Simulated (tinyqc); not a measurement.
Core-shell quantum dot (spherical envelope functions), step by step. Values are carried at full precision from step to step, so a last printed digit may differ when a step is redone from the rounded ones.

Parabolic bands; strain and other valleys are left out. s states, u = r psi, hard wall at R + H, c = hbar^2/2m0, energies from the band edges of the core. Core: u = sin(k1 r)/k1, k1 = sqrt(m1 E/c). At R, psi and psi'/m are continuous, so u is continuous and its slope in the shell is s = u/R + (m2/m1)(u' - u/R). Shell: u(R + x) = u(R) cos(k2 x) + s sin(k2 x)/k2, k2 = sqrt(m2 (E - V)/c); for negative arguments the functions turn into sinh and cosh. A level has u(R + H) = 0.

Constants: hbar^2/2m0 = 3.80998211 eV angstrom^2; e^2/(4 pi eps0) = 14.39964547 eV angstrom; hc = 1239.841984 eV nm.

Parameters, chosen for this exercise (near those of an InP/GaP core-shell dot; the results hold for these values, not for the real material):
- R = 31 angstrom (core radius)
- H = 15 angstrom (shell thickness)
- Vc = 0.42 eV (conduction edge of the shell above that of the core)
- me1 = 0.078 m0 (electron, core)
- me2 = 0.127 m0 (electron, shell)
- E = 0.202 eV (trial energy of the electron)
- Vv = 0.305 eV (hole barrier of the shell)
- mh1 = 0.458 m0 (hole, core)
- mh2 = 0.504 m0 (hole, shell)
- Eg = 1.359 eV (gap of the core)
- eps = 9.9 (dielectric constant)

## Shooting at a trial energy

Carry the electron solution outwards.

k1^2 = 0.0041355 1/angstrom^2
k2^2 = -0.0072667 1/angstrom^2
u(R) = 14.181 angstrom
s = -0.9554
u(R + H) = 8.876 angstrom

u(R + H) is positive: no node yet, so the lowest level lies above the trial energy.

## Ground states

Find the lowest root for electron and hole, and the share of u^2 inside the core.

Levels:
```
carrier,E (eV),share in the core
electron,0.2358,0.864
hole,0.0610,0.968
```

The core holds 31 % of the volume. Both carriers sit mainly in the core, as the type I line-up favours.

## Overlap and Coulomb integrals

Overlap = (integral of u_e u_h)^2 with normalised u. Coulomb integrals J_ab = (q/eps) double integral of u_a(r)^2 u_b(s)^2/max(r, s), q = e^2/(4 pi eps0), one eps everywhere. Exciton E = Eg + E_e + E_h - J_eh; first-order biexciton shift J_ee + J_hh - 2 J_eh (positive: repulsive).

Integrate numerically.

overlap = 0.931

J_eh, J_ee, J_hh (meV): 63.7  58.8  70.3

## Exciton and biexciton

Give E, the wavelength hc/E and the biexciton shift.

E = 1.592 eV
wavelength = 779 nm
biexciton shift = 2 meV

At first order the shift is the Coulomb integral of the net charge density with itself and cannot be negative; correlation, left out here, lowers it, and may reverse a shift as small as this.

## Checks

- Level without offset and mass step against c (pi/(R + H))^2/m, eV: both 0.2278.
- J_ee in that case against 1.786 q/(eps (R + H)), meV: both 56.5.

Computed by tinyqc, a small Python program: `OMP_NUM_THREADS=1 python tinyqc.py 1250181 1250182 out.jsonl` (the numbers bound the seed that draws the inputs); one thread of a shared host (Intel(R) Xeon(R) Processor @ 2.30GHz), about 0.03 s for the whole set of steps.
